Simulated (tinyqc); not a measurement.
Yield over energy: physical sputtering: collision-cascade yield, angular dependence, faceting and resputtering in deposition. Computed by tinyqc, a small Python program. Command: `OMP_NUM_THREADS=1 python tinyqc.py 3013304 3013305 out.jsonl sputter walk`. One thread of a shared host (Intel(R) Xeon(R) Processor @ 2.30GHz), about 0.01 s of CPU time with the checks.

Ions start collision cascades; atoms that reach the surface with more than U leave. The target is amorphous or fine-grained.

Inputs (values chosen for the exercise, modelled on gallium ions on germanium):
```
quantity,value,unit
ion Z1,31,-
ion mass M1,69.7,u
target Z2,32,-
target mass M2,72.6,u
surface binding energy U,3.85,eV
target density N,44.2,1/nm^3
fit factor Q,0.57,-
ion energy E,990,eV
current density J,2.1,mA/cm^2
```

Constants: e = 1.602176634e-19 C.

Method. gamma = 4 M1 M2/(M1 + M2)^2; threshold E_th = 6.7 U/gamma for M1 >= M2, else U (1 + 5.7 M1/M2)/gamma. eps = 0.03255 M2 E/(Z1 Z2 (M1 + M2) z), z = (Z1^(2/3) + Z2^(2/3))^(1/2), E in eV; s_n = 3.441 sqrt(eps) ln(eps + 2.718)/(1 + 6.355 sqrt(eps) + eps (6.882 sqrt(eps) - 1.708)); S_n = 84.78 Z1 Z2 M1 s_n/((M1 + M2) z) in eV angstrom^2; alpha = 0.249 (M2/M1)^0.56 + 0.0035 (M2/M1)^1.5 for M1 <= M2, else 0.0875 (M2/M1)^(-0.15) + 0.165 M2/M1; Y0 = 0.042 Q alpha S_n/U [1 - sqrt(E_th/E)]^2.5 (the electronic-loss factor of the full formula is dropped). Erosion rate = Y0 J/(e N); 1 cm^2 = 1e14 nm^2.

threshold E_th = 24.9288 eV

Normal incidence:
```
E (eV),eps,S_n (eV angstrom^2),Y0,Y0 per keV
50,1.8741e-04,399.8,0.0301,0.6018
100,3.7482e-04,547.4,0.1561,1.5609
200,7.4964e-04,741.0,0.4009,2.0047
300,1.1245e-03,878.8,0.6036,2.0120
500,1.8741e-03,1080.4,0.9232,1.8464
1000,3.7482e-03,1405.5,1.4700,1.4700
2000,7.4964e-03,1786.9,2.1362,1.0681
5000,1.8741e-02,2357.3,3.1548,0.6310
10000,3.7482e-02,2810.1,3.9737,0.3974
30000,1.1245e-01,3461.9,5.1717,0.1724
100000,3.7482e-01,3763.2,5.8124,0.0581
```

The yield per keV peaks at 300 eV among these rows, 12 times the threshold, the most economical range for removing atoms. Y0 varies as E^2.38 between the first rows and as E^0.10 at the end, where nuclear stopping is flattening. Caution: the electronic-loss factor, dropped here, would lower the yields at the highest energies slightly.

Extremes, crossings and ranges named in words are read from the listed rows.
